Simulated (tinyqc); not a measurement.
Chemical vapour deposition: Grove model, boundary layer, depletion and step coverage: one step, computed by the program tinyqc.

A precursor diffuses to the surface and reacts there at first order; each molecule that reacts adds one formula unit of film.

Task: Growth rate at the inlet. Fluxes in series: C_s = C_g/(1 + k_s/h_g); growth rate G = k_s h_g/(k_s + h_g) C_g/N; 1 cm/s = 6e8 nm/min.

Inputs (values chosen for the exercise, close to those used for silicon dioxide from an alkoxysilane): temperature T = 780 C; film density N = 2.2e+22 formula units/cm^3.

Reactor: horizontal, atmospheric.

surface rate constant k_s = 0.03075747 cm/s

mass-transfer coefficient h_g = 3.167182 cm/s

precursor density C_g = 1.184652e+16 1/cm^3

Give: ratio k_s/h_g; C_s/C_g; growth rate G at the inlet.

Result:

ratio k_s/h_g = 0.0097113

C_s/C_g = 0.99038

growth rate G at the inlet = 9.8418 nm/min

The surface reaction limits the rate, so temperature must be uniform.
